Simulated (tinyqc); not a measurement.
Raising U: Hubbard chain of 3 sites, mean field against exact. Computed by the program tinyqc. Command: `OMP_NUM_THREADS=1 python tinyqc.py 114798 114799 out.jsonl`; one thread of a shared host (Intel(R) Xeon(R) Processor @ 2.60GHz), about 3 s.

one-body matrix (hopping and site energies) (eV):
```
         1        2        3
1   0.0000  -1.5600   0.0000
2  -1.5600   0.0000  -1.5600
3   0.0000  -1.5600   0.0000
```

electrons, up and down: 2  1

Collinear unrestricted mean field (the lowest of 40 random starts) against exact diagonalisation.

Exact and mean-field results (eV):

| U | U/t | E exact | E mean field | mean \|n_up - n_down\| | double occupancy, exact | first gap in the sector |
|---|---|---|---|---|---|---|
| 0.7800 | 0.5000 | -3.947964 | -3.929810 | 0.3672 | 0.1884 | 2.0976 |
| 1.5600 | 1.0000 | -3.531127 | -3.460688 | 0.4127 | 0.1678 | 1.9711 |
| 3.1200 | 2.0000 | -2.839339 | -2.600000 | 0.5556 | 0.1286 | 1.6973 |
| 4.6800 | 3.0000 | -2.317145 | -1.938786 | 0.7289 | 0.0960 | 1.4411 |
| 6.2400 | 4.0000 | -1.928266 | -1.504951 | 0.8375 | 0.0715 | 1.2271 |
| 9.3600 | 6.0000 | -1.414504 | -1.024735 | 0.9262 | 0.0416 | 0.9206 |
| 12.4800 | 8.0000 | -1.104030 | -0.773713 | 0.9584 | 0.0263 | 0.7255 |
| 18.7200 | 12.0000 | -0.759335 | -0.518169 | 0.9815 | 0.0128 | 0.5028 |
| 31.2000 | 20.0000 | -0.463400 | -0.311608 | 0.9933 | 0.0049 | 0.3082 |

In absolute terms mean field is worst at U/t = 4.0, 0.423 eV too high: at small U it is nearly exact, and at large U it misses only exchange-scale energies. Relative to the exact energy its error is 0.5 % at the smallest U, 33 % at most and 33 % at the largest. The double occupancy falls from 0.188 to 0.005; at the largest U the first gap is 0.99 times the exchange scale 4t^2/U.
